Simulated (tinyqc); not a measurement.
Conductance against temperature: thermal boundary conductance by the acoustic and diffuse mismatch models. Computed by tinyqc, a small Python program. Command: `OMP_NUM_THREADS=1 python tinyqc.py 3004431 3004432 out.jsonl kapitza walk`. One thread of a shared host (Intel(R) Xeon(R) Processor @ 2.30GHz), about 0.01 s of CPU time with the checks.

Each side has one longitudinal and two transverse Debye branches, omega = v q up to q_D = (6 pi^2 n)^(1/3), with n counting all atoms. Scattering at the interface is elastic. Electrons are left out of G, also for metals. Melting is ignored. G refers to the temperatures of the phonons sent towards the interface. Linear branches over all atoms overstate G at high T, most for crystals with several atoms a cell.

Inputs (values chosen for the exercise, modelled on copper (side 1) and gold (side 2)):
```
quantity                    value    unit
density rho_1                9.05  g/cm^3
longitudinal velocity vL_1   4890     m/s
transverse velocity vT_1     2510     m/s
atom density n_1               85  1/nm^3
density rho_2                19.5  g/cm^3
longitudinal velocity vL_2   3340     m/s
transverse velocity vT_2     1310     m/s
atom density n_2             60.8  1/nm^3
```

Structure: film on a substrate.

Constants: hbar = 1.054571817e-34 J s; k_B = 1.380649e-23 J/K.

Method:
- omega_c = v q_D for each branch, given as hbar omega_c/k_B; impedance Z = rho v.
- No mode conversion. t(theta) = 4 Z_1 Z_2 cos(theta_1) cos(theta_2)/N^2, with N = Z_2 cos(theta_1) + Z_1 cos(theta_2) for L (the form for pressure waves) and N = Z_1 cos(theta_1) + Z_2 cos(theta_2) for both T branches (the form for shear waves polarised along the interface); sin(theta_2) = (v_2/v_1) sin(theta_1), and t = 0 beyond the critical angle arcsin(v_1/v_2); the mean over the incoming flux is alpha = 2 int t sin(theta_1) cos(theta_1) d theta_1 (64 Gauss-Legendre points).
- G = (k_B^4 T^3/(8 pi^2 hbar^3)) int W(x) x^4 e^x/(e^x - 1)^2 dx, x = hbar omega/(k_B T). Acoustic mismatch: W = sum over the three branches of alpha(1 to 2)/v_1^2, each up to the lower of its two cut-offs. Diffuse mismatch: W = S_1 S_2/(S_1 + S_2), where S_i sums 1/v^2 over the branches of side i still below their cut-off. Radiation limit: W = min(S_1, S_2). The integral is split at the four cut-offs (64 Gauss-Legendre points a piece, x at most 45).

Branches:
```
branch     v (m/s)  cut-off (K)  Z (1e6 kg/(m^2 s))
L, side 1     4890      640.116             44.2545
T, side 1     2510      328.566             22.7155
L, side 2     3340      391.013             65.1300
T, side 2     1310      153.361             25.5450
```

Transmission:
```
branch  t at normal incidence  largest angle from side 1 (deg)  alpha, 1 to 2  alpha, 2 to 1
L                    0.963578                               90       0.964303       0.449872
T                    0.996563                               90       0.906559       0.246940
```

G (MW/(m^2 K)):
```
T (K)  acoustic mismatch  diffuse mismatch  radiation limit
2               0.026755          0.022776         0.029295
5                0.41805           0.35587          0.45774
10                3.3426            2.8457           3.6602
20                24.146            20.893           26.850
40                97.199            95.650           122.28
80                234.28            264.98           339.66
150               358.57            414.98           535.51
300               424.10            490.80           635.49
600               444.06            513.49           665.53
1000              448.55            518.56           672.24
```

What follows from these numbers?

All three follow T^3 at the cold end (exponent 3.00 for the diffuse model) and flatten at high T (exponent 0.02 at the hot end); the lowest cut-off is 153 K. The ratio of diffuse to acoustic goes from 0.85 to 1.16. The plateau is set by the frequencies that both sides share.

Extremes, crossings and ranges named in words are read from the listed rows.
